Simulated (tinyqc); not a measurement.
# Bulk resistivity and mean free path from two films

Question. In the thick-film limit single-crystal films obey rho = rho0 (1 + 3 (1 - ps) lam/(8 d)). Find rho0, lam and the product rho0 lam.

Inputs (values chosen for the exercise):
- ps = 0 (specular share of surface scattering)

rho at d = 31 and 110 nm (uohm cm): [6.3929032, 5.6798182]

Solution. rho is a straight line in 1/d: the intercept is rho0 and the slope (3/8)(1 - ps) rho0 lam. Without ps only the product (1 - ps) lam could be found.

rho0 = 5.400 uohm cm
lam = 15.20 nm
rho0 lam = 82.08 uohm cm nm

Computed by the program tinyqc: `OMP_NUM_THREADS=1 python tinyqc.py 2100146 2100147 out.jsonl`, one thread of a shared Intel Xeon 2.30GHz, about 0.01 s for the whole run.
